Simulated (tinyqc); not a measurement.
Bandgap voltage reference from two bipolar transistors: one step of the calculation.

Two transistors of area 1 and N carry the same current I. Is(T) = Is (T/T0)^eta exp[(Vg0 q/kB)(1/T0 - 1/T)], VBE1 = Vt ln(I/Is(T)) + I rb, VBE2 = Vt ln(I/(N Is(T))) + I rb/N. The amplifier forces I R1(T) = VBE1 - VBE2 + Vos, with R(T) = R (1 + tc (T - T0)) for both resistors, and the output is Vref = VBE1 + I R2(T). Base currents and the Early effect are neglected.

Question. Operating point at the reference temperature. Vt = kB T/q; I = (Vt ln N + Vos)/(R1(T) - rb (1 - 1/N)). Evaluate at T = T0.

Inputs (values chosen for the exercise); values of the order met in silicon bipolar transistors: reference temperature T0 = 323 K; band-gap voltage extrapolated to 0 K Vg0 = 1.195 V; temperature exponent of the saturation current eta = 3.9; saturation current of the unit transistor at T0 Is = 2.7e-16 A; area ratio of the second transistor N = 10; resistor across which the difference of VBE falls, at T0 R1 = 17 kohm; temperature coefficient of both resistors tc = 1300 ppm/K; offset of the amplifier Vos = 0 mV; series resistance of the unit transistor rb = 12 ohm; output resistor at T0 R2 = 160.5 kohm.

Constants: q = 1.602176634e-19 C, kB = 1.380649e-23 J/K. Results are converted to the units shown.

Wanted: Vt; I; Is(T); VBE1; I R2; Vref.

Answer.

Vt = 0.027834 V
I = 3.7724 uA
Is(T) = 2.7000e-16 A
VBE1 = 0.65026 V
I R2 = 0.60547 V
Vref = 1.2557 V

Computed by the program tinyqc: `OMP_NUM_THREADS=1 python tinyqc.py 2062129 2062130 out.jsonl`, one thread of a shared Intel Xeon 2.30GHz, about 0.02 s for the whole run.
